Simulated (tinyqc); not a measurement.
Worked calculation: G0W0 on RHF in the sto-3g basis, for H4, spin multiplicity 1. One step of it, computed by the program tinyqc.

Question. Iteration 2 (converged): orbitals. Diagonalise F' = X^T F X, C = X C', fill 2 alpha and 2 beta electrons from the bottom; D = 2 C_occ C_occ^T. Each column has its largest component positive (the first on a tie).

converged F (hartree), lower triangle:
```
           1H 1s      2H 1s      3H 1s      4H 1s
1H 1s  -0.413260
2H 1s  -0.634419  -0.413260
3H 1s  -0.315389  -0.299660  -0.413260
4H 1s  -0.299660  -0.315389  -0.634419  -0.413260
```

X, lower triangle:
```
           1H 1s      2H 1s      3H 1s     4H 1s
1H 1s   1.298772
2H 1s  -0.479614   1.298772
3H 1s  -0.191079   0.032698   1.298772
4H 1s   0.032698  -0.191079  -0.479614  1.298772
```

Give: F' = X^T F X; orbital energies; coefficients C; D after iteration 2.

Answer.

F' = X^T F X (hartree), lower triangle:
```
         1        2        3       4
1   0.0767
2  -0.6464   0.0767
3  -0.1914   0.0351   0.0767
4   0.0351  -0.1914  -0.6464  0.0767
```

orbital energies (hartree): MO1 -0.7260, MO2 -0.4134, MO3 0.4965, MO4 0.9496

coefficients C:
```
          MO1      MO2      MO3      MO4
1H 1s  0.3304   0.4888   0.7773   1.0011
2H 1s  0.3304   0.4888  -0.7773  -1.0011
3H 1s  0.3304  -0.4888   0.7773  -1.0011
4H 1s  0.3304  -0.4888  -0.7773   1.0011
```

D after iteration 2, lower triangle:
```
         1H 1s    2H 1s   3H 1s   4H 1s
1H 1s   0.6961
2H 1s   0.6961   0.6961
3H 1s  -0.2595  -0.2595  0.6961
4H 1s  -0.2595  -0.2595  0.6961  0.6961
```
